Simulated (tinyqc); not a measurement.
Three descriptions against temperature: one anharmonic mode: perturbation theory, self-consistent phonons and exact levels. Computed by tinyqc, a small Python program. Command: `OMP_NUM_THREADS=1 python tinyqc.py 3024947 3024948 out.jsonl scp walk`. One thread of a shared host (Intel(R) Xeon(R) Processor @ 2.30GHz), about 0.03 s of CPU time with the checks.

V(x) = k x^2/2 + b x^4 for one coordinate x of mass M. A constant K > 0 gives hbar Omega = sqrt((hbar^2/u) K/M) with K in eV/angstrom^2 and M in u.

Inputs (values chosen for the exercise, for a model mode): mode mass M = 111 u; harmonic constant k = 11.2 eV/angstrom^2; quartic constant b = 320 eV/angstrom^4.

Shape: single well.

Constants: hbar^2/u = 4.18015928e-03 eV angstrom^2; k_B = 8.617333262e-05 eV/K.

Method:
- Self-consistent phonon, centred at x = 0: K = k + 12 b <x^2>, <x^2> = (hbar Omega/(2K)) coth(hbar Omega/(2 k_B T)).
- Its free energy is F = k_B T ln[2 sinh(hbar Omega/(2 k_B T))] + (k - K)<x^2>/2 + 3 b <x^2>^2, an upper bound to the exact one.
- Basis: oscillator states n of the constant |k|, with x = s (a + a+), s^2 = hbar Omega/(2|k|); H = hbar Omega (n + 1/2) + (k - |k|) x^2/2 + b x^4, with exact matrix elements of x^2 and x^4.
- Exact values use 120 basis states: F = -k_B T ln sum exp(-E_n/(k_B T)), and <x^2> is the Boltzmann mean.
- The classical <x^2> is int x^2 exp(-V/(k_B T)) dx / int exp(-V/(k_B T)) dx (2001 points over six exact widths each way).

Results; columns: (1) T (K); (2) hbar Omega, self-consistent (meV); (3) <x^2>, self-consistent; (4) <x^2>, exact; (5) F, self-consistent (meV); (6) F, exact (meV); (7) <x^2>, classical:
```
(1)     (2)         (3)         (4)      (5)      (6)         (7)
12   23.218  8.1100e-04  8.1399e-04   10.977   10.967  8.9625e-05
29   23.218  8.1113e-04  8.1413e-04   10.977   10.967  2.0875e-04
60   23.269  8.2740e-04  8.3107e-04   10.919   10.908  4.0812e-04
110  23.619  9.4108e-04  9.4964e-04   10.141   10.118  6.9529e-04
190  24.448   0.0012165   0.0012403   6.6372   6.5710   0.0010966
330  25.865   0.0017096   0.0017698  -4.5281  -4.7284   0.0016935
570  27.853   0.0024479   0.0025781  -32.962  -33.502   0.0025384
950  30.244   0.0034087   0.0036483  -92.207  -93.451   0.0036271
```

The self-consistent quantum hardens from 23.22 to 30.24 meV, since a wider spread samples the steep quartic walls. Its <x^2> misses by -0.4 % at the lowest T and -6.6 % at the highest; the excess in F runs from 0.010 to 1.244 meV. The classical value is 0.11 of the exact one at the lowest T and 0.994 at the highest.

Extremes, crossings and ranges named in words are read from the listed rows.
